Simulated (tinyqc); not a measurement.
Schottky barrier on an n-type semiconductor with a doping step, non-linear Poisson equation by Newton steps: one step of the calculation.

One dimension, metal at x = 0, donor density C(x) = N1 for x < x1 and Nd beyond. Energies are counted from the electron Fermi level of the semiconductor and the conduction-band edge is Ec = -psi, so n = Nc exp(psi/Vt); holes follow the Fermi level of the metal, at -V, so p = Nv exp((V - psi - Eg)/Vt). Ends: psi(0) = V - phiB and psi = Vt ln(Nd/Nc) deep inside. Boltzmann statistics, full ionisation, no current, no image force in the Poisson equation.

Problem. Densities, residual and Jacobian diagonal. n_i = Nc exp(psi_i/Vt), p_i = Nv exp((V - psi_i - Eg)/Vt), rho_i = p_i - n_i + C_i, g_i = (n_i + p_i)/Vt. Box widths w_i = (h_(i-1) + h_i)/2 in cm. Residual F_i = a_i (psi_(i+1) - psi_i) - a_(i-1) (psi_i - psi_(i-1)) + q rho_i w_i; Jacobian: a_(i-1) and a_i beside the diagonal, b_i = -a_(i-1) - a_i - q g_i w_i on it. The two end nodes are fixed.

Values chosen for this exercise; band and dielectric values close to those of indium phosphide: temperature T = 350 K; band gap Eg = 1.36 eV; conduction-band density of states at T Nc = 7.16e17 cm^-3; valence-band density of states at T Nv = 1.39e19 cm^-3; bias of the metal against the semiconductor V = 0 V.

Constants: q = 1.602176634e-19 C, kB = 1.380649e-23 J/K, Vt = kB T/q. Results are converted to the units shown.

| node | x (nm) | psi at the start (V) | donor density C (cm^-3) |
|---|---|---|---|
| 0 | 0 | -0.61000000 | 7e17 |
| 1 | 8.5 | -0.48825263 | 7e17 |
| 2 | 18.4 | -0.36521166 | 7e17 |
| 3 | 30 | -0.24672576 | 1.4e17 |
| 4 | 43.5 | -0.14372760 | 1.4e17 |
| 5 | 59.3 | -0.07085534 | 1.4e17 |
| 6 | 77.7 | -0.04922335 | 1.4e17 |
| 7 | 99.2 | -0.04922335 | 1.4e17 |
| 8 | 124 | -0.04922335 | 1.4e17 |
| 9 | 154 | -0.04922335 | 1.4e17 |
| 10 | 188 | -0.04922335 | 1.4e17 |
| 11 | 228 | -0.04922335 | 1.4e17 |

| interval | coupling a_i (F/cm^2) |
|---|---|
| 0 | 1.2812531e-6 |
| 1 | 1.1000658e-6 |
| 2 | 9.3884922e-7 |
| 3 | 8.0671489e-7 |
| 4 | 6.8928171e-7 |
| 5 | 5.9188321e-7 |
| 6 | 5.0654191e-7 |
| 7 | 4.3913915e-7 |
| 8 | 3.6302170e-7 |
| 9 | 3.2031326e-7 |
| 10 | 2.7226628e-7 |

Wanted: n; p; residual F; diagonal b.

Solution.

| node | n (cm^-3) | p (cm^-3) |
|---|---|---|
| 0 | 1.178e9 | 2.205e8 |
| 1 | 6.674e10 | 3.894e6 |
| 2 | 3.945e12 | 6.587e4 |
| 3 | 2.005e14 | 1296 |
| 4 | 6.100e15 | 42.61 |
| 5 | 6.833e16 | 3.803 |
| 6 | 1.400e17 | 1.856 |
| 7 | 1.400e17 | 1.856 |
| 8 | 1.400e17 | 1.856 |
| 9 | 1.400e17 | 1.856 |
| 10 | 1.400e17 | 1.856 |
| 11 | 1.400e17 | 1.856 |

| node | residual F (1e-8 C/cm^2) | diagonal b (F/cm^2) |
|---|---|---|
| 1 | 8.254 | -2.381e-6 |
| 2 | 9.645 | -2.039e-6 |
| 3 | -0.004 | -1.747e-6 |
| 4 | -0.143 | -1.543e-6 |
| 5 | -1.779 | -1.902e-6 |
| 6 | -1.280 | -2.582e-6 |
| 7 | 0.000 | -2.667e-6 |
| 8 | 0.000 | -2.840e-6 |
| 9 | 0.000 | -3.063e-6 |
| 10 | 0.000 | -3.344e-6 |

tinyqc, about 0.07 s, one thread, Intel Xeon 2.30GHz (shared host): `OMP_NUM_THREADS=1 python tinyqc.py 2020116 2020117 out.jsonl`
